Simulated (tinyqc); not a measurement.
From results back to parameters: exchange-split free-electron bands and tunnelling magnetoresistance. Four cases, with inputs chosen for the exercise.

Problem. The electron density n_up + n_dn and the polarisation of the density of states, P = (k_up - k_dn)/(k_up + k_dn), are given; EF and Dx are hidden.

Majority and minority bands E = c k^2/m -/+ Dx/2, c = hbar^2/2m0, so k_up = sqrt(m (EF + Dx/2)/c), k_dn = sqrt(m (EF - Dx/2)/c); n_s = k_s^3/(6 pi^2), D_s = m k_s/(4 pi^2 c).

Constants: hbar^2/2m0 = 3.80998211 eV angstrom^2.

Case 1.

Values chosen: m = 0.86 m0 (mass in the electrodes).
n = 0.0322766 1/angstrom^3
P = 0.129189

Case 2.

Values chosen: m = 1.18 m0 (mass in the electrodes).
n = 0.0716009 1/angstrom^3
P = 0.139873

Case 3.

Values chosen: m = 1.33 m0 (mass in the electrodes).
n = 0.0692517 1/angstrom^3
P = 0.268661

Case 4.

Values chosen: m = 1.1 m0 (mass in the electrodes).
n = 0.0770018 1/angstrom^3
P = 0.280180

Find: k_up, k_dn; EF; Dx.

Solution. k_dn/k_up = (1 - P)/(1 + P); n then fixes k_up; EF is the mean and Dx the difference of the two kinetic energies.

Case 1.

k_up, k_dn (1/angstrom): 1.0943  0.8439

EF = 4.23 eV
Dx = 2.15 eV

Case 2.

k_up, k_dn (1/angstrom): 1.4367  1.0841

EF = 5.23 eV
Dx = 2.87 eV

Case 3.

k_up, k_dn (1/angstrom): 1.5098  0.8704

EF = 4.35 eV
Dx = 4.36 eV

Case 4.

k_up, k_dn (1/angstrom): 1.5702  0.8829

EF = 5.62 eV
Dx = 5.84 eV

Computed by tinyqc, one run a case: `OMP_NUM_THREADS=1 python tinyqc.py N N+1 out.jsonl` with N = 1650490, 1650526, 1650555, 1650570; one thread of a shared Intel(R) Xeon(R) Processor @ 2.30GHz, about 0.01 s a run at most.
